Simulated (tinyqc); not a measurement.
# Worked calculation: thermal RC ladder, step response

Computed by the program tinyqc: `OMP_NUM_THREADS=1 python tinyqc.py 2520116 2520117 out.jsonl`, one thread of a shared Intel Xeon 2.30GHz, about 0.01 s for the whole run. Printed values are rounded.

A ladder of 3 nodes: R_i joins node i to node i + 1, the last R to the ambient; C_i is the heat capacity of node i; theta is the rise above ambient, zero at t = 0. d theta/dt = -A theta + b with b = (Pw/C_1, 0, ...), times in ms.

Values chosen for this exercise:
```
symbol               value  unit                           meaning
R       [0.21, 0.81, 0.41]   K/W  resistances, junction to ambient
C          [0.67, 4.4, 22]  mJ/K      heat capacities of the nodes
Pw                      30     W        power at node 1 from t = 0
dt                    0.09    ms                         time step
```

## The rate matrix

A = C^(-1) K, K_ii = 1/R_(i-1) + 1/R_i (no first term for node 1), K_(i,i+1) = K_(i+1,i) = -1/R_i.

A (1/ms):

|  | node 1 | node 2 | node 3 |
|---|---|---|---|
| node 1 | 7.107321 | -7.107321 | 0.000000 |
| node 2 | -1.082251 | 1.362835 | -0.280584 |
| node 3 | 0.000000 | -0.056117 | 0.166981 |

## Time constants and Foster resistances

A = C^(-1) K, K_ii = 1/R_(i-1) + 1/R_i (no first term for node 1), K_(i,i+1) = K_(i+1,i) = -1/R_i. The time constants tau_k are the inverse eigenvalues of A; the rise of node 1 per watt is Z(t) = sum_k r_k (1 - exp(-t/tau_k)), with r_k = v_k1^2 tau_k/C_1 and v_k the unit eigenvectors of C^(-1/2) K C^(-1/2).

tau_k, rising (ms): [0.1215354, 3.059224, 12.16534]
r_k (K/W): [0.1559278, 0.4284187, 0.8456536]

The r_k add up to the sum of the R_i, 1.430 K/W; the slowest constant is 100 times the fastest.

## Step 1: one time step

theta at t = 0 (K): node 1 0.000000, node 2 0.000000, node 3 0.000000

Implicit Euler: (1 + dt A) theta(new) = theta + dt b.

theta after step 1 (K): node 1 2.543848, node 2 0.220731, node 3 0.001098

## Step 2: one time step

As before.

theta after step 2 (K): node 1 4.229065, node 2 0.563620, node 3 0.003886

## Step 3: one time step

As before.

theta after step 3 (K): node 1 5.416226, node 2 0.972154, node 3 0.008666

## Course of the time stepping

Sixteen steps, against the exact rise Pw Z(t); the run counts as sound if the error in the last step is under 5 % of the exact rise. The time constants tau_k are the inverse eigenvalues of A; the rise of node 1 per watt is Z(t) = sum_k r_k (1 - exp(-t/tau_k)), with r_k = v_k1^2 tau_k/C_1 and v_k the unit eigenvectors of C^(-1/2) K C^(-1/2).

Course of the iteration:

| step | t (ms) | theta_1 (K) | exact (K) | error (K) |
|---|---|---|---|---|
| 1 | 0.09 | 2.543848 | 3.006743 | -0.463 |
| 2 | 0.18 | 4.229065 | 4.721115 | -0.492 |
| 3 | 0.27 | 5.416226 | 5.813154 | -0.397 |
| 4 | 0.36 | 6.312619 | 6.602536 | -0.290 |
| 5 | 0.45 | 7.037460 | 7.241858 | -0.204 |
| 6 | 0.54 | 7.659359 | 7.804041 | -0.145 |
| 7 | 0.63 | 8.217848 | 8.324003 | -0.106 |
| 8 | 0.72 | 8.735750 | 8.818539 | -0.0828 |
| 9 | 0.81 | 9.226286 | 9.295797 | -0.0695 |
| 10 | 0.9 | 9.697155 | 9.759795 | -0.0626 |
| 11 | 0.99 | 10.15288 | 10.21258 | -0.0597 |
| 12 | 1.08 | 10.59616 | 10.65526 | -0.0591 |
| 13 | 1.17 | 11.02864 | 11.08848 | -0.0598 |
| 14 | 1.26 | 11.45137 | 11.51268 | -0.0613 |
| 15 | 1.35 | 11.86501 | 11.92817 | -0.0632 |
| 16 | 1.44 | 12.27007 | 12.33522 | -0.0651 |

The largest error is 0.49 K, at step 2; the last value is 0.53 % below the exact one. dt is 0.74 times the fastest time constant; implicit Euler is stable for any step, and it lags behind the exact rise.
